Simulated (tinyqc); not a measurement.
The basis set: RHF and MP2 along a ladder of basis sets, for BeH2, spin multiplicity 1. Computed by the program tinyqc with PySCF. Same geometry throughout; the dipole is taken about the origin.

Geometry (angstrom):
```
atom,x,y,z
Be,0.0000,0.0000,0.0000
H,0.0000,1.3080,0.0000
H,0.0000,-1.4040,0.0000
```

RHF and frozen-core MP2 in a ladder of bases:
```
basis,functions,E(RHF) (hartree),E(MP2 corr) (hartree),HOMO (eV),LUMO (eV),dipole (debye)
sto-3g,7,-15.556441,-0.023573,-11.2648,5.7744,0.0168
3-21g,13,-15.672321,-0.028331,-12.0655,2.1869,0.1627
6-31g,13,-15.757853,-0.028574,-12.0272,2.4045,0.1779
6-31g**,24,-15.765172,-0.048402,-11.9575,2.4537,0.1678
cc-pvdz,24,-15.765947,-0.050777,-12.0122,1.8822,0.1659
cc-pvtz,58,-15.769935,-0.060569,-12.0566,1.6078,0.1719
```

What does the comparison show, and why?

From cc-pVDZ to cc-pVTZ the RHF energy falls by 4.0 mhartree and the correlation energy by 9.8. If valence correlation converges as X^-3, (27 E(T) - 8 E(D))/19 gives -0.0647 hartree, a rough estimate from such small X that usually falls short; STO-3G holds about 36 % of it. Beyond STO-3G the LUMO moves by 0.8 eV and the HOMO by 0.1 eV.
